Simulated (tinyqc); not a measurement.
Static screening by free carriers: one step. Fermi and screening wave vectors. Two cases, with inputs chosen for the exercise.

Question. Also the effective Bohr radius aB = a0 eps/m and rs = (3/(4 pi n))^(1/3)/aB.

kF = (3 pi^2 n/Mv)^(1/3), EF = c kF^2/m with c = hbar^2/2m0, n in 1/angstrom^3 (1e-24 per 1/cm^3), e2 = e^2/(4 pi eps0). Thomas-Fermi: qTF^2 = 6 pi e2 n/(eps EF). Debye: qD^2 = 4 pi e2 n/(eps kB T).

Constants: hbar^2/2m0 = 3.80998211 eV angstrom^2; e^2/(4 pi eps0) = 14.39964547 eV angstrom; kB = 8.617333262e-05 eV/K; a0 (Bohr radius) = 0.5291772105 angstrom.

Case 1.

Values chosen (a free-electron density near that of Cu; the results hold for these values, not for the real material): n = 8.5e+22 1/cm^3 (carrier density); m = 1 m0 (mass of one isotropic valley); Mv = 1 (valleys); eps = 1 (background dielectric constant); T = 300 K.

Case 2.

Values chosen (near those of InP; the results hold for these values, not for the real material): n = 1.6e+18 1/cm^3 (carrier density); m = 0.0788 m0 (mass of one isotropic valley); Mv = 1 (valleys); eps = 12.6 (background dielectric constant); T = 400 K.

Give: kF; EF at 0 K; EF/kT; qTF; qD; aB; rs.

Answer.

Case 1.

kF = 1.3602 1/angstrom
EF at 0 K = 7049 meV
EF/kT = 273
qTF = 1.8091 1/angstrom
qD = 24.392 1/angstrom
aB = 0.5292 angstrom
rs = 2.67

The gas is degenerate, so the Thomas-Fermi value applies. With rs above 1 exchange and correlation, left out here, are not small.

Case 2.

kF = 0.036184 1/angstrom
EF at 0 K = 63.30 meV
EF/kT = 1.84
qTF = 0.023334 1/angstrom
qD = 0.025819 1/angstrom
aB = 84.61 angstrom
rs = 0.627

The gas is partly degenerate; neither limit is exact, and the true screening wave vector lies below both.

Computed by tinyqc, one run a case: `OMP_NUM_THREADS=1 python tinyqc.py N N+1 out.jsonl` with N = 1650930, 1651005; one thread of a shared Intel(R) Xeon(R) Processor @ 2.30GHz, about 0.01 s a run at most.
